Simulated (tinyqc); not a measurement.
Worked calculation: exchange-only LDA atom on a uniform radial grid, spin-unpolarised, for Be. Computed by tinyqc, a small Python program that keeps every step. Settings: Z = 4, points = 192, R = 15.1, functional = Slater exchange alone, mixing = 0.6, iteration cap = 87. Command: `OMP_NUM_THREADS=1 python tinyqc.py 30888 30889 out.jsonl` (the two numbers bound the seeds that draw the settings). One thread of a shared host (Intel(R) Xeon(R) Processor @ 2.60GHz), about 0.2 s of CPU time with the checks. Later iterations appear only in the table of the cycle.

## Iteration 1

Spherical atom on a uniform radial grid r_j = j h with h = R/(N + 1), h sum u^2 = 1 and integrals as h times sums, u(0) = u(R) = 0 (atomic units):
```
parameter            value
Z                        4
points N               192
R                15.100000
h                 0.078238
mixing            0.600000
electrons in 1s          2
electrons in 2s          2
```

Three-point differences turn -u''/2 + [l(l+1)/2r^2 - Z/r + V] u = e u into a tridiagonal matrix (diagonal 1/h^2 + potential, off-diagonal -1/2h^2). D = sum f u^2; the Hartree potential y/r solves y'' = -D/r with y(0) = 0, y(R) = N_e; v_xc comes from rho = D/(4 pi r^2); E = sum f e - int D V + int D (V_H/2 + eps_xc); V(new) = V + mixing (V_H + v_xc - V).

eigenvalues (hartree): 1s -7.8132, 2s -1.9879

Every 12th grid point:
```
r          V in     u(1s)      u(2s)         D     V_H       v_xc
0.9389   0.0000    0.3640    -0.7041    1.2566  3.5539    -0.4767
1.8777   0.0000    0.0181    -0.6878    0.9468  2.0864    -0.2733
2.8166   0.0000    0.0007    -0.2678    0.1434  1.4181    -0.1112
3.7554   0.0000  2.22e-05    -0.0774    0.0120  1.0650    -0.0401
4.6943   0.0000  6.89e-07    -0.0192    0.0007  0.8521    -0.0137
5.6332   0.0000  2.05e-08    -0.0043  3.78e-05  0.7101    -0.0045
6.5720   0.0000  5.94e-10    -0.0009  1.71e-06  0.6086    -0.0014
7.5109   0.0000  1.68e-11  -1.88e-04  7.08e-08  0.5326  -4.57e-04
8.4497   0.0000         0  -3.70e-05  2.74e-09  0.4734  -1.43e-04
9.3886   0.0000         0  -7.08e-06  1.00e-10  0.4260  -4.42e-05
10.3275  0.0000         0  -1.33e-06         0  0.3873  -1.36e-05
11.2663  0.0000         0  -2.45e-07         0  0.3550     0.0000
12.2052  0.0000         0  -4.44e-08         0  0.3277     0.0000
13.1440  0.0000         0  -7.95e-09         0  0.3043     0.0000
14.0829  0.0000         0  -1.38e-09         0  0.2840     0.0000
15.0218  0.0000         0  -6.25e-11         0  0.2663     0.0000
```

total energy = -12.935994 hartree

## Iteration 2

As before.

eigenvalues (hartree): 1s -4.7537, 2s -0.6636

Every 12th grid point:
```
r          V in     u(1s)      u(2s)         D     V_H       v_xc
0.9389   1.8463    0.4511    -0.4099    0.7431  3.2236    -0.4001
1.8777   1.0879    0.0390    -0.7186    1.0358  1.9790    -0.2816
2.8166   0.7842    0.0027    -0.4972    0.4945  1.3988    -0.1679
3.7554   0.6150  1.79e-04    -0.2653    0.1408  1.0622    -0.0912
4.6943   0.5031  1.12e-05    -0.1256    0.0315  0.8517    -0.0477
5.6332   0.4234  6.85e-07    -0.0555    0.0062  0.7100    -0.0245
6.5720   0.3643  4.13e-08    -0.0235    0.0011  0.6086    -0.0125
7.5109   0.3193  2.46e-09    -0.0096  1.86e-04  0.5326    -0.0063
8.4497   0.2839  1.46e-10    -0.0039  2.98e-05  0.4734    -0.0032
9.3886   0.2556         0    -0.0015  4.62e-06  0.4260    -0.0016
10.3275  0.2324         0    -0.0006  6.96e-07  0.3873    -0.0008
11.2663  0.2130         0  -2.26e-04  1.02e-07  0.3550  -3.94e-04
12.2052  0.1966         0  -8.57e-05  1.47e-08  0.3277  -1.96e-04
13.1440  0.1826         0  -3.18e-05  2.02e-09  0.3043  -9.61e-05
14.0829  0.1704         0  -1.07e-05  2.27e-10  0.2840  -4.43e-05
15.0218  0.1598         0  -6.83e-07         0  0.2663     0.0000
```

total energy = -13.757204 hartree

## Convergence

Stop when input and output potentials agree to 1e-7.

Course of the cycle (hartree):
```
iteration           E    e(1s)    e(2s)  largest |V(out) - V(in)|
1          -12.935994  -7.8132  -1.9879                  6.78e+00
2          -13.757204  -4.7537  -0.6636                  1.76e+00
3          -13.857377  -3.9048  -0.3036                  3.83e-01
4          -13.864827  -3.7052  -0.2065                  7.70e-02
5          -13.865173  -3.6651  -0.1802                  1.68e-02
6          -13.865188  -3.6574  -0.1724                  5.22e-03
7          -13.865188  -3.6559  -0.1698                  1.79e-03
8          -13.865188  -3.6555  -0.1689                  6.55e-04
9          -13.865188  -3.6554  -0.1686                  2.47e-04
10         -13.865188  -3.6553  -0.1684                  9.49e-05
11         -13.865188  -3.6553  -0.1684                  3.72e-05
12         -13.865188  -3.6553  -0.1684                  1.47e-05
13         -13.865188  -3.6553  -0.1684                  5.79e-06
14         -13.865188  -3.6553  -0.1684                  2.29e-06
15         -13.865188  -3.6553  -0.1684                  9.07e-07
16         -13.865188  -3.6553  -0.1684                  3.59e-07
17         -13.865188  -3.6553  -0.1684                  1.42e-07
18         -13.865188  -3.6553  -0.1684                  5.64e-08
```

Converged in 18 iterations. A uniform grid resolves the cusp poorly: for a bare nucleus this grid gives 1s at -7.81316 against -Z^2/2 = -8 hartree. Before convergence this energy mixes input and output and is not variational, so it may rise towards its limit.
